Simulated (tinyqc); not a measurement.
# Thermal stress and diffusional relaxation in a metal film: Coble and Nabarro-Herring creep, cooling and holds, step by step

A worked calculation. Computed by tinyqc, a small Python program that keeps every step. Command: `OMP_NUM_THREADS=1 python tinyqc.py 3030304 3030305 out.jsonl creep walk`. One thread of a shared host (Intel(R) Xeon(R) Processor @ 2.30GHz), about 0.04 s of CPU time with the checks. Intermediate numbers are printed to about 5 digits and carried at full precision; extremes and crossings named in words are read from the listed rows.

A thin film on a rigid substrate is stress-free at T0. Tension is positive and the film creeps linearly: d sigma/dt = -M (mismatch) dT/dt - sigma/tau.

Inputs (values chosen for the exercise, modelled on copper films on silicon):
```
quantity                           value        unit
biaxial modulus M                    200         GPa
expansion mismatch                  13.5      1e-6/K
atomic volume Omega                 11.8  angstrom^3
lattice prefactor D0             1.7e-05       m^2/s
lattice energy E                    2.05          eV
boundary prefactor (delta D_b)0  4.4e-15       m^3/s
boundary energy E_b                  1.1          eV
grain size d                        0.36          um
stress-free temperature T0           300           C
hold temperature T                   220           C
hold time t                        0.028           h
cooling rate                           2       C/min
```

Constants: k_B = 1.380649e-23 J/K; k_B = 8.617333262e-05 eV/K.

## Elastic stress after a quench

Thermoelastic slope = M x mismatch; sigma_0 = slope x (T0 - T).

thermoelastic slope = 2.7 MPa/K

stress after a quench sigma_0 = 216 MPa

## Creep at the hold temperature

Creep rate per stress: Nabarro-Herring 14 D Omega/(k_B T d^2), Coble (14 pi) delta D_b Omega/(k_B T d^3), with D = D0 exp(-E/(k_B T)), delta D_b = (delta D_b)0 exp(-E_b/(k_B T)); 1/tau = M x (sum of both)/2 (biaxial strain rate is half the uniaxial one). Temperatures in kelvin are T(C) + 273.15. sigma(t) = sigma_0 exp(-t/tau), relaxed part sigma_0 - sigma(t); the grain size where both mechanisms are equal is pi delta D_b/D.

Nabarro-Herring rate = 3.5701e-21 1/(Pa s)

Coble rate = 4.1221e-14 1/(Pa s)

relaxation time tau = 0.067387 h

stress after the hold = 142.56 MPa

stress relaxed during the hold = 73.439 MPa

crossover grain size = 4.1566e+06 um

Coble creep is 1.2e7 times as fast as Nabarro-Herring creep at this grain size. The crossover size is formal, far above any film grain. Caution: bulk creep laws overstate relaxation in a bonded film, where the substrate constrains boundary diffusion, and dislocation glide is left out.

## Stress after cooling to room temperature

Cooling from T0 at the constant rate: d sigma/dT = -slope + sigma/(tau(T) x rate), integrated to 25 C (stiff solver, tolerance 1e-9). Effective stress-free temperature T_eff = 25 C + sigma/slope.

stress at 25 C = 463.03 MPa

effective stress-free temperature = 196.49 C

Creep during cooling removes 37.6 % of the elastic value. Caution: bulk creep laws overstate relaxation in a bonded film, and dislocation glide would cap stresses above the yield stress.

## Where a fixed hold relaxes most

For each hold temperature: sigma_0 = slope (T0 - T), relaxed stress sigma_0 (1 - exp(-t/tau)), initial rate sigma_0/tau. In confined lines the relaxed part appears as void volume.

Holds:
```
T (C)  sigma_0 (MPa)     tau (h)  relaxed (MPa)  initial rate (MPa/h)
25             742.5  9.1698e+05     2.2672e-05            8.0972e-04
50             675.0  3.6211e+04     5.2194e-04            1.8641e-02
75             607.5  2.2872e+03     7.4369e-03            2.6560e-01
100            540.0  2.1018e+02     7.1932e-02            2.5692e+00
125            472.5  2.6176e+01     5.0515e-01            1.8051e+01
150            405.0  4.1853e+00     2.7004e+00            9.6766e+01
175            337.5  8.2378e-01     1.1279e+01            4.0970e+02
200            270.0  1.9310e-01     3.6445e+01            1.3983e+03
225            202.5  5.2496e-02     8.3709e+01            3.8575e+03
250            135.0  1.6202e-02     1.1102e+02            8.3321e+03
275             67.5  5.5789e-03     6.7054e+01            1.2099e+04
```

The relaxed stress peaks at 250 C among these rows: colder holds have more stress but slower diffusion, hotter ones faster diffusion but less stress. The initial rate peaks about k_B T^2/E_b = 26 K below T0 when boundaries dominate; its largest row is 275 C. Caution: dislocation glide would cap stresses above the yield stress; capping layers can block the surface and boundary paths, and threshold stresses are ignored.

Checks made by the program: cooling integral by quadrature (relative difference 2e-09).
